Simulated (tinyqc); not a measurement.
Inside a calculation. Method: Luttinger-Kohn k.p, four valence bands. Computed by tinyqc, a small Python program that keeps every step. Settings: g1 = 7.63, g2 = 2.65, g3 = 3.11. Command: `OMP_NUM_THREADS=1 python tinyqc.py 24586 24587 out.jsonl` (the two numbers bound the seeds that draw the settings). One thread of a shared host (Intel(R) Xeon(R) Processor @ 2.60GHz), about 0.01 s of CPU time with the checks.

## Bloch Hamiltonian at k

Luttinger parameters chosen for this model; energies are counted downward from the top of the valence band:
```
parameter     value  unit
g1         7.630000
g2         2.650000
g3         3.110000
```

k point k (1/angstrom): -0.015000  0.017000  -0.014000

P = c g1 k^2, Q = c g2 (kx^2 + ky^2 - 2 kz^2), R = c sqrt3 [-g2 (kx^2 - ky^2) + 2i g3 kx ky], S = 2 c sqrt3 g3 (kx - i ky) kz, c = hbar^2/2m = 3.809982 eV angstrom^2; rows [P+Q, -S, R, 0], [-S*, P-Q, 0, R], [R*, 0, P-Q, S], [0, R*, S*, P+Q]. The path ends lie at |k| = 0.05 1/angstrom.

H(k) at k (eV):
```
                      3/2                  1/2                -1/2                -3/2
3/2              0.021872  -0.008620-0.009769i  0.001119-0.010467i            0.000000
1/2   -0.008620+0.009769i             0.019408            0.000000  0.001119-0.010467i
-1/2   0.001119+0.010467i             0.000000            0.019408  0.008620+0.009769i
-3/2             0.000000   0.001119+0.010467i  0.008620-0.009769i            0.021872
```

## Levels at k

Diagonalise the Hermitian matrix.

eigenvalues (eV): 0.003845  0.003845  0.037434  0.037434

## Bands along a path

The same steps at evenly spaced points between the labelled ones.

Bands along the path (eV):
```
k               band 1    band 2    band 3    band 4
[111]         0.013430  0.013430  0.131921  0.131921
[111]-G 0.33  0.005969  0.005969  0.058631  0.058631
[111]-G 0.67  0.001492  0.001492  0.014658  0.014658
G             0.000000  0.000000  0.000000  0.000000
G-[100] 0.33  0.002466  0.002466  0.013684  0.013684
G-[100] 0.67  0.009864  0.009864  0.054737  0.054737
[100]         0.022193  0.022193  0.123158  0.123158
```

## Hole masses

E = c [g1 k^2 -/+ 2 sqrt(g2^2 k^4 + 3 (g3^2 - g2^2)(kx^2 ky^2 + ky^2 kz^2 + kz^2 kx^2))] with c = hbar^2/2m, and m* = hbar^2 k^2 / (2 E).

Masses (electron masses):
```
direction     heavy     light
[100]      0.429185  0.077340
[110]      0.614716  0.073350
[111]      0.709220  0.072202
```
